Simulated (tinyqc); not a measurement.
# Doping and flat-band voltage from two insulator thicknesses

Problem. A junctionless wire is fully depleted at VT = Vfb - q Nd R^2/(4 eps0 eps_r) - q Nd R^2 ln(1 + tox/R)/(2 eps0 eox). Find Nd and Vfb.

Inputs (values chosen for the exercise); material values close to those of silicon:
```
symbol  value  unit                                      meaning
eps_r    11.8         relative permittivity of the semiconductor
eox       3.9        relative permittivity of the gate insulator
R          15    nm                                  wire radius
```

Constants: q = 1.602176634e-19 C, eps0 = 8.8541878128e-14 F/cm where lengths are in cm. Results are converted to the units shown.

VT at tox = 1.6 and 3.5 nm (V): [0.87692179, 0.81469986]

Solution. The difference of the thresholds is proportional to Nd and holds no Vfb.

Nd = 1.100e18 cm^-3
Vfb = 1.030 V

Numbers from tinyqc (`OMP_NUM_THREADS=1 python tinyqc.py 2460031 2460032 out.jsonl`; about 0.01 s on one thread of a shared Intel Xeon 2.30GHz).
